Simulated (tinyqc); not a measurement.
Comparisons within one model: donor near an oxide interface in a gate field (two-state model). A value that a table varies takes the place of the one given here.

Interface at z = 0 (hard wall), donor at z = d, field F pulling electrons to the interface: potential e F z; 1 kV/cm = 1e-5 eV/angstrom, c = hbar^2/2m0, q = e^2/(4 pi eps0), Q = (eps - eo)/(eps + eo). Donor state: E_D = e F d - ED - q Q/(4 eps d), the last term joining the images of ion and electron. Interface state: z exp(-b z/2) exp(-rho^2/(2 L^2)) with E_z = c b^2/(4 mz) + 3 e F/b + q Q b/(8 eps), minimised over b; in the plane at z = 3/b the ion (distance D = d - 3/b) and its image (D' = d + 3/b) give E_rho = c/(mt L^2) - (q/eps)(sqrt(pi)/L)[erfcx(D/L) + Q erfcx(D'/L)], erfcx(x) = exp(x^2) erfc(x), minimised over L. E_I = E_z + E_rho.

The two states couple by t = t0 exp(-D/aD) with t0 = q/(eps aD) (2 aD/L) sqrt(aD b/2) v, v a valley factor; this form is an estimate. With detuning u = E_D - E_I the splitting is sqrt(u^2 + 4 t^2) and the lower state has weight (1 - u/sqrt(u^2 + 4 t^2))/2 on the donor.

Constants: hbar^2/2m0 = 3.80998211 eV angstrom^2; e^2/(4 pi eps0) = 14.39964547 eV angstrom.

Values chosen for the exercise (near those of a donor in Si below Si3N4, static dielectric constants; shifted at random, so the results belong to these values and not to a real crystal): d = 150 angstrom (depth of the donor); ED = 53.6 meV (bulk binding energy); mz = 0.92 m0 (mass across the interface); mt = 0.188 m0 (mass in the plane); eps = 11.3 (dielectric constant of the semiconductor); eo = 7.5 (dielectric constant of the oxide); aD = 14.2 angstrom (donor radius); v = 0.57 (valley factor); Fl = (48.898, 48.926, 48.938, 48.943, 48.949, 48.96, 48.988) kV/cm (fields); dl = (65, 90, 120, 155, 200, 250) angstrom (depths).

## Sweeping the field

Both levels, the splitting, the donor weight and the mean depth w d + (1 - w) 3/b.

Results:
```
F (kV/cm)  E_D (meV)  E_I (meV)  splitting (meV)  donor weight  mean depth (angstrom)
48.898        19.318     19.369           0.0515         0.996                  149.6
48.926        19.360     19.379           0.0204         0.975                  147.1
48.938        19.378     19.384          0.00865         0.837                  131.4
48.943        19.385     19.385          0.00639         0.513                   94.3
48.949        19.394     19.388          0.00921         0.140                   51.6
48.960        19.411     19.392           0.0201         0.026                   38.5
48.988        19.453     19.402           0.0512         0.004                   36.0
```

What can be read from the table?

E_D rises by 1.50 and E_I by 0.37 meV per kV/cm, so they cross once, near 48.9 kV/cm, where the splitting is 2t = 0.00639 meV. The donor weight passes from 0.85 to 0.15 while the detuning goes from -2t to 2t, a window of 0.011 kV/cm or 0.023 % of the field; across the table the charge moves by 114 angstrom.

## Depth of the donor

Critical field, and the coupling, E_rho and L at that field.

Results:
```
d (angstrom)  critical field (kV/cm)  e F d/ED  t (meV)  E_rho (meV)  L (angstrom)
65                             140.8     1.707      1.3       -17.04            62
90                              91.6     1.539     0.21       -12.82            78
120                             64.0     1.433    0.026        -9.92            95
155                             47.1     1.361   0.0023        -7.87           114
200                             35.0     1.304  9.9e-05        -6.23           137
250                             27.1     1.263  3.1e-06        -5.07           160
```

What can be read from the table?

The critical field falls from 141 to 27 kV/cm, with exponent -1.22 in d, while t drops by a factor 4.1e+05, about e for each 14 angstrom at the end (aD = 14.2). One lattice plane (1.36 angstrom) of misplacement changes t by 9 % and the critical field by about 1.4 % at 120 angstrom.

## What each parameter does

Critical field (E_D = E_I), and t and L there. Each row changes one parameter from the base and keeps the others.

Results:
```
case                critical field (kV/cm)  t (meV)  L (angstrom)
base                                  48.9  0.00319         111.5
d = 140 angstrom                      53.1  0.00641         106.2
ED = 59.6 meV                         54.2  0.00296         112.2
aD = 15.6 angstrom                    48.9  0.00690         111.5
mz = 0.782 m0                         50.0  0.00350         110.8
mt = 0.216 m0                         48.7  0.00338         105.8
eo = 11.2                             47.3  0.00282         116.0
eps = 12                              49.5  0.00295         113.7
```

What does this show?

The largest shifts from the base row, up to three for each result and ties (the steps differ in size, so this ranks the rows, not the parameters). critical field (kV/cm): ED +5.3, d +4.2, eo -1.6; unchanged at the printed digits by aD. t (meV): aD +0.00370, d +0.00321, eo -0.000374. L (angstrom): mt -5.8, d -5.3, eo +4.4; unchanged at the printed digits by aD.

Computed by tinyqc, a small Python program: `OMP_NUM_THREADS=1 python tinyqc.py 1251452 1251453 out.jsonl` (the numbers bound the seed that draws the inputs); one thread of a shared host (Intel(R) Xeon(R) Processor @ 2.30GHz), about 0.07 s for the whole set of steps.
